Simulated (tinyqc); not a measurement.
Zener tunnelling in a reverse-biased junction, two-band WKB: one step of the calculation.

Abrupt p-n junction, depletion approximation. Energies E are counted from the conduction-band edge of the neutral n side; its Fermi level lies at dn, that of the p side at dn - V, and the valence-band edge of the neutral p side at Em = dn + dp - V. Tunnelling needs 0 < E < Em. Two-band dispersion with equal masses m: inside the gap kappa = sqrt(m u (1 - u/Eg)/C), u the distance from a band edge, C = hbar^2/(2 m0).

Question. Fermi levels and built-in voltage. Nd = Nc F12(dn/Vt), Na = Nv F12(dp/Vt), F12(x) = (2/sqrt(pi)) int_0^infinity sqrt(u)/(1 + exp(u - x)) du; dn = EF - Ec on the n side, dp = Ev - EF on the p side (negative outside the bands); Vbi = Eg + dn + dp.

Inputs (values chosen for the exercise); band and dielectric values close to those of indium arsenide:
```
symbol    value   unit                                     meaning
T           300      K                                 temperature
Eg        0.345     eV                                    band gap
Nc      8.55e16  cm^-3  conduction-band density of states at 300 K
Nv      6.49e18  cm^-3     valence-band density of states at 300 K
Na       1.8e19  cm^-3                            acceptor density
Nd       3.9e18  cm^-3                               donor density
```

Constants: q = 1.602176634e-19 C, kB = 1.380649e-23 J/K, Vt = kB T/q. Results are converted to the units shown.

Give: dn; dp; Vbi.

Answer.

dn = 0.3976 eV
dp = 0.05081 eV
Vbi = 0.7934 V

Boltzmann statistics would give dn = 0.0988 eV and dp = 0.0264 eV. At zero bias the bands of the two sides overlap by dn + dp.

Range of the model: Parabolic densities of states, no band tails and no gap narrowing, all of which matter at such doping.

Program tinyqc, `OMP_NUM_THREADS=1 python tinyqc.py 2620167 2620168 out.jsonl`; Intel Xeon 2.30GHz, shared host, one thread, about 0.01 s.
